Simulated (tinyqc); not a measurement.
Elastic strain and critical thickness of a cubic alloy layer A(1-x)B(x) on a thick substrate. Changing the substrate thickness t_S. Computed by tinyqc, a small Python program. Command: `OMP_NUM_THREADS=1 python tinyqc.py 3022305 3022306 out.jsonl misfit sweep`. One thread of a shared host (Intel(R) Xeon(R) Processor @ 2.30GHz), about 0.01 s of CPU time with the checks.

Strain is positive in tension. The layer is coherent with the substrate unless said otherwise.

Inputs (values chosen for the exercise, modelled on Ge(1-x)Si(x) on Ge):
```
quantity                              value      unit
fraction x of B                        0.37         -
lattice constant a_A                  5.658  angstrom
lattice constant a_B                  5.431  angstrom
substrate lattice constant a_S        5.658  angstrom
layer thickness h                       280        nm
biaxial modulus of the substrate M_S    145       GPa
wafer diameter W                        100        mm
```

Growth plane: (001).

C11, C12, C44 of A (GPa): 126.5  47.94  65.51

C11, C12, C44 of B (GPa): 162.6  65.01  79.85

Method:
- a = (1 - x) a_A + x a_B, the same rule for each C_ij; misfit f = (a_S - a)/a, the in-plane strain of the coherent layer.
- (001): D = 2 C12/C11, M = C11 + C12 - 2 C12^2/C11. The free surface carries no normal stress, so e_perp = -D f; dV/V = 2 f + e_perp; stress = M f; energy per area = M f^2 h (1 GPa nm = 1 J/m^2).
- Stoney: curvature = 6 |stress| h/(M_S t_S^2); radius = 1/curvature; bow = curvature W^2/8.

One run for each value:
```
substrate thickness t_S (micrometre)  curvature (1/m)  radius of curvature (m)  bow (micrometre)
100                                            2.6540                    0.377            3317.4
150                                            1.1795                    0.848            1474.4
220                                            0.5483                    1.824             685.4
320                                            0.2592                    3.858             324.0
460                                            0.1254                    7.973             156.8
680                                            0.0574                   17.423              71.7
1000                                           0.0265                   37.680              33.2
```

Describe and explain the trends.

Over the rows, curvature (1/m) falls from 2.65 to 0.0265 (exponent d ln y / d ln x about -2.0 throughout); radius of curvature (m) rises from 0.377 to 37.7 (exponent d ln y / d ln x about 2.0 throughout); bow (micrometre) falls from 3320 to 33.2 (exponent d ln y / d ln x about -2.0 throughout). The exponent of curvature stays at -2: the bending stiffness grows as t^3 and the lever arm as t.

Caution (all rows): the curvature assumes a coherent layer, but h exceeds h_c. Caution (rows 100, 150, 220, 320, 460): a bow above a fifth of the wafer thickness is beyond Stoney's small-deflection limit.
